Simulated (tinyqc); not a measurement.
# Nanowire ballistic transistor, top-of-the-barrier model: effects of single changes

At the top of the source barrier, states moving towards the drain are filled by the source (Fermi level 0) and states moving back by the drain (Fermi level -q Vd); nothing scatters. U is the shift of the band edge there, set by the capacitances CG, CD and CS (the total) and by the charge. Parabolic one-dimensional subband; the source is grounded.

Parameters, values chosen for the exercise; mass and valleys close to those of silicon (two valleys):
```
symbol,value,unit,meaning
T,350,K,temperature
m,0.192,m0,effective mass
gv,2,,valley degeneracy
eox,3.9,,relative permittivity of the gate insulator
tox,1.7,nm,insulator thickness
d,2,nm,wire diameter
aG,0.94,,gate control CG/CS
aD,0.06,,drain control CD/CS
E0,0.15,eV,band edge at the barrier top above the source Fermi level at zero bias
```

Constants: q = 1.602176634e-19 C, kB = 1.380649e-23 J/K, hbar = 1.054571817e-34 J s, h = 6.62607015e-34 J s, m0 = 9.1093837015e-31 kg, Vt = kB T/q, eps0 = 8.8541878128e-14 F/cm where lengths are in cm. Results are converted to the units shown.

Each table varies one quantity; the others keep the values above.

## Output curve

N0 = gv sqrt(2 m kB T/pi)/hbar, CG = 2 pi eps0 eox/ln(1 + 2 tox/d), CS = CG/aG, n0 = n at U = 0 and Vd = 0. eta1 = -(E0 + U)/Vt, eta2 = eta1 - Vd/Vt, n = (N0/2)[F_(-1/2)(eta1) + F_(-1/2)(eta2)], F_(-1/2)(x) = (1/sqrt(pi)) int_0^infinity u^(-1/2)/(1 + exp(u - x)) du. U = UL + q (n - n0)/CS with UL = -(aG Vg + aD Vd), energies in eV. I = gv (2 q^2/h) Vt [ln(1 + exp eta1) - ln(1 + exp eta2)]. CQ = (q/Vt) dn/d(eta1).

In this table Vg = 0.4 V.

Result of one run:

| Vd (V) | eta1 | n (cm^-1) | I (uA) | mean velocity I/(q n) (cm/s) | CQ/CS |
|---|---|---|---|---|---|
| 0.8 | 1.9330 | 3.1589e6 | 9.6659 | 1.9098e7 | 2.1201 |

What becomes of these results when the drain voltage Vd is changed from 0.8 to 0.05 V, all else the same?

Result of the changed run:

| Vd (V) | eta1 | n (cm^-1) | I (uA) | mean velocity I/(q n) (cm/s) | CQ/CS |
|---|---|---|---|---|---|
| 0.05 | 0.90710 | 2.9549e6 | 4.0174 | 8.4856e6 | 3.6131 |

The whole series:

| Vd (V) | eta1 | n (cm^-1) | I (uA) | mean velocity I/(q n) (cm/s) | CQ/CS |
|---|---|---|---|---|---|
| 0.01 | 0.43156 | 3.1282e6 | 0.87694 | 1.7497e6 | 4.0908 |
| 0.025 | 0.62306 | 3.0575e6 | 2.1355 | 4.3595e6 | 3.9625 |
| 0.05 | 0.90710 | 2.9549e6 | 4.0174 | 8.4856e6 | 3.6131 |
| 0.1 | 1.3031 | 2.8252e6 | 6.6273 | 1.4641e7 | 2.7986 |
| 0.15 | 1.4782 | 2.7922e6 | 7.7290 | 1.7277e7 | 2.3613 |
| 0.2 | 1.5460 | 2.8060e6 | 8.0998 | 1.8017e7 | 2.2351 |
| 0.3 | 1.6176 | 2.8617e6 | 8.4047 | 1.8331e7 | 2.1927 |
| 0.4 | 1.6804 | 2.9213e6 | 8.6521 | 1.8486e7 | 2.1791 |
| 0.6 | 1.8061 | 3.0403e6 | 9.1521 | 1.8788e7 | 2.1513 |
| 0.8 | 1.9330 | 3.1589e6 | 9.6659 | 1.9098e7 | 2.1201 |

The current rises from 0.877 to 9.67 uA; n goes from 3.13e6 through a minimum of 2.79e6 (at Vd = 0.15 V among the rows listed) to 3.16e6 cm^-1 and eta1 rises from 0.432 to 1.93. The resistance in the first row is 11.4 kohm, against h/(2 q^2 gv) = 6.45 kohm for one open subband, though nothing scatters in the channel. The current passes 90 % of its last value at Vd = 0.6 V among the rows, where eta2 = -18; returning states are gone from Vd = 0.3 V on (eta2 < -7), and from there the drain control aD lifts eta1 from 1.62 to 1.93.

## Effect of the drain control CD/CS

Same model as above.

CQ = (q/Vt) dn/d(eta1). E0 is held fixed.

In this table Vg = 0.4 V, Vd = 0.4 V.

Results:

| aD | eta1 | n (cm^-1) | I (uA) | mean velocity I/(q n) (cm/s) | CQ/CS |
|---|---|---|---|---|---|
| 0 | 1.432 | 2.682e6 | 7.693 | 1.790e7 | 2.222 |
| 0.008 | 1.465 | 2.714e6 | 7.818 | 1.798e7 | 2.217 |
| 0.015 | 1.494 | 2.742e6 | 7.928 | 1.805e7 | 2.213 |
| 0.023 | 1.527 | 2.774e6 | 8.054 | 1.812e7 | 2.208 |
| 0.031 | 1.560 | 2.806e6 | 8.182 | 1.820e7 | 2.202 |
| 0.046 | 1.622 | 2.866e6 | 8.423 | 1.835e7 | 2.191 |
| 0.054 | 1.655 | 2.897e6 | 8.554 | 1.843e7 | 2.184 |

Estimate the missing row, aD = 0.039.

Computed row:

| aD | eta1 | n (cm^-1) | I (uA) | mean velocity I/(q n) (cm/s) | CQ/CS |
|---|---|---|---|---|---|
| 0.039 | 1.593 | 2.838e6 | 8.310 | 1.828e7 | 2.196 |

With this row back in the table: As aD goes from 0 to 0.054, n rises from 2.68e6 to 2.90e6 cm^-1, the mean velocity rises from 1.79e7 to 1.84e7 cm/s and the current rises from 7.69 to 8.55 uA. CQ/CS stays near 2.2.

Numbers from tinyqc (`OMP_NUM_THREADS=1 python tinyqc.py 2400074 2400075 out.jsonl`; about 0.04 s on one thread of a shared Intel Xeon 2.30GHz).
